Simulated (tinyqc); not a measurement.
Free and trapped electrons in a MOS channel with a dense trap tail: one step of the calculation.

p-type body, charge-sheet picture, full ionisation (an idealisation for deep acceptors), Boltzmann statistics for free electrons. e = Ec - EF at the surface. Acceptor-like traps of density D(E) = D0 + De exp(-E/Ew) at depth E below Ec, from 0 to Eu, hold n_t = integral of D(E)/(1 + exp((e - E)/Vt)). psi = Eg - Vt ln(Nv/Na) - e; N_dep = sqrt(2 eps0 eps_r Na (psi - Vt)/q); n_f = sqrt(N_dep^2 + 2 eps0 eps_r Vt Nc exp(-e/Vt)/q) - N_dep; Vg = Vfb + psi + q (N_dep + n_t + n_f)/Cox, Cox = eps0 eox/tox.

Problem. Trapped charge. Trapezoid rule on 13 equal steps from 0 to Eu, f = 1/(1 + exp((e - E)/Vt)).

Parameters, values chosen for the exercise; band and dielectric values close to those of 4H silicon carbide: temperature T = 300 K; constant background density of acceptor-like traps D0 = 1.8e11 cm^-2 eV^-1; density of the tail at the conduction edge De = 1e13 cm^-2 eV^-1; decay energy of the tail Ew = 0.14 eV; depth below Ec down to which the traps reach Eu = 0.77 eV; Ec - EF at the surface e = 0.14 eV.

Constants: q = 1.602176634e-19 C, kB = 1.380649e-23 J/K, Vt = kB T/q. Results are converted to the units shown.

Give: E; D(E) f; n_t.

Solution.

```
point    E (eV)  D(E) f (cm^-2 eV^-1)
0             0             4.5074e10
1      0.059231             2.8345e11
2       0.11846             1.3545e12
3       0.17769             2.4260e12
4       0.23692             1.9745e12
5       0.29615             1.3826e12
6       0.35538             9.6964e11
7       0.41462             6.9738e11
8       0.47385             5.1891e11
9       0.53308             4.0199e11
10      0.59231             3.2541e11
11      0.65154             2.7525e11
12      0.71077             2.4239e11
13      0.77000             2.2087e11
```

n_t = 6.5064e11 cm^-2

Numbers from tinyqc (`OMP_NUM_THREADS=1 python tinyqc.py 2222006 2222007 out.jsonl`; about 0.02 s on one thread of a shared Intel Xeon 2.30GHz).
